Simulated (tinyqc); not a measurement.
Coherent transport through a tight-binding region between two chains, step by step. One step of it, computed by the program tinyqc.

Question. Transmission at E = -0.35 eV. Surface Green function g = (E - i sqrt(4 t^2 - E^2)) / (2 t^2); self-energy tc^2 g on each contact site; G = (E - H - Sigma)^(-1); Gamma = -2 Im Sigma; T = Gamma_L Gamma_R |G_LR|^2; local density of states -Im G_ii / pi.

H of the central region (eV), lower triangle:
```
,1,2,3,4,5,6
1,0.000000
2,-1.450000,0.960000
3,0.000000,-1.450000,0.960000
4,0.000000,0.000000,-1.450000,0.960000
5,0.000000,0.000000,0.000000,-1.450000,0.960000
6,-1.450000,0.000000,0.000000,0.000000,-1.450000,0.000000
```

Leads: semi-infinite chains with site energy 0:
```
parameter,value
lead hopping t (eV),2.010000
coupling to the left lead (eV),1.020000
coupling to the right lead (eV),0.710000
left contact site,1
right contact site,6
```

E = -0.350000 eV

Give: g; G; local density of states; transmission.

Answer.

g = -0.043-0.496i 1/eV

G (1/eV), lower triangle:
```
,1,2,3,4,5,6
1,0.569-0.191i
2,0.613-0.176i,0.682-0.305i
3,-0.015+0.031i,0.693-0.099i,0.641-0.121i
4,-0.626+0.205i,-0.056+0.215i,0.576-0.010i,0.576-0.225i
5,-0.551+0.154i,-0.744+0.294i,-0.121+0.112i,0.634-0.193i,0.694-0.286i
6,0.129-0.066i,-0.616+0.050i,-0.685+0.111i,-0.003+0.050i,0.682-0.066i,0.619-0.110i
```

local density of states (1/eV): 0.061  0.097  0.039  0.071  0.091  0.035

transmission = 0.011
